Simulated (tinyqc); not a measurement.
From results back to parameters: band-to-band tunnelling across a p-n junction in a two-band chain. Four cases, with inputs chosen for the exercise.

Problem. In a uniform field T = exp(-B/F), B = (pi/4) sqrt(m/c) Eg^(3/2), c = hbar^2/2m0, 1 V/angstrom = 100 MV/cm. m is the band-edge mass, the same for both bands (twice the reduced mass). The ratio below comes from a hidden m.

Constants: hbar^2/2m0 = 3.80998211 eV angstrom^2.

Case 1.

Values chosen (out of a larger set: gap and mass near those of GaSb; not measured data):
- Eg = 0.734 eV (gap)
- F1 = 1.28 MV/cm (first field)
- F2 = 3.11 MV/cm (second field)

ln(T2/T1) = 2.434391

Case 2.

Values chosen (out of a larger set: gap and mass near those of GaAs; not measured data):
- Eg = 1.358 eV (gap)
- F1 = 1.24 MV/cm (first field)
- F2 = 2.96 MV/cm (second field)

ln(T2/T1) = 8.062218

Case 3.

Values chosen (out of a larger set: gap and mass near those of InGaAs; not measured data):
- Eg = 0.769 eV (gap)
- F1 = 1.18 MV/cm (first field)
- F2 = 2.28 MV/cm (second field)

ln(T2/T1) = 2.284424

Case 4.

Values chosen (out of a larger set: gap and mass near those of GaAs; not measured data):
- Eg = 1.373 eV (gap)
- F1 = 0.91 MV/cm (first field)
- F2 = 3.27 MV/cm (second field)

ln(T2/T1) = 14.457516

Find: B; m.

Solution. B is the logarithm over 1/F1 - 1/F2, and m = c (4B/pi)^2/Eg^3 with B in V/angstrom.

Case 1.

B = 5.296 MV/cm
m = 0.0438 m0

Case 2.

B = 17.204 MV/cm
m = 0.0730 m0

Case 3.

B = 5.587 MV/cm
m = 0.0424 m0

Case 4.

B = 18.229 MV/cm
m = 0.0793 m0

Computed by tinyqc, one run a case: `OMP_NUM_THREADS=1 python tinyqc.py N N+1 out.jsonl` with N = 1450609, 1450644, 1450660, 1450727; one thread of a shared Intel(R) Xeon(R) Processor @ 2.30GHz, about 0.01 s a run at most.
